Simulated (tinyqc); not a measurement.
Wafer bonding and layer transfer: bond energy, gap closing, particles, bonding of dissimilar wafers and hydrogen blisters: one step, computed by the program tinyqc. Command: `OMP_NUM_THREADS=1 python tinyqc.py 3012352 3012353 out.jsonl bond walk`. One thread of a shared host (Intel(R) Xeon(R) Processor @ 2.30GHz), about 0.01 s of CPU time with the checks.

gamma is the energy per area of each of the two surfaces; plates are isotropic.

Task: Blistering after hydrogen implantation. A flat crack of radius r under a layer of thickness d, as a clamped plate: centre height w = 3 p r^4/(16 E' d^3), volume pi r^2 w/3, energy release G = 3 p^2 r^4/(32 E' d^3), E' = E1/(1 - nu^2). It grows when G = 2 gamma_s. The gas comes from the area pi r^2: p V = (dose x share/2) pi r^2 k_B T, and G = p w/2 = (3/2) N k_B T with N the H2 molecules per area. Share needed: G = 2 gamma_s. The pressure and height at growth are given for r = 10 d.

Inputs (values chosen for the exercise, for model wafers):
```
quantity                                      value        unit
Young's modulus E1                              164         GPa
Poisson ratio nu                               0.23           -
implant depth d                                 0.2  micrometre
hydrogen dose                                   5.5   1e16/cm^2
share of the dose released as H2               0.36           -
surface energy of the weakened plane gamma_s    1.1       J/m^2
anneal temperature T                            725           K
```

Constants: k_B = 1.380649e-23 J/K.

Give: energy release G; share of the dose needed; pressure at growth; height at growth.

Result:

energy release G = 1.4864 J/m^2

share of the dose needed = 0.53282

pressure at growth = 45.075 MPa

height at growth = 97.615 nm

The released gas does not suffice by this estimate. In this plate limit G depends on neither r nor d.
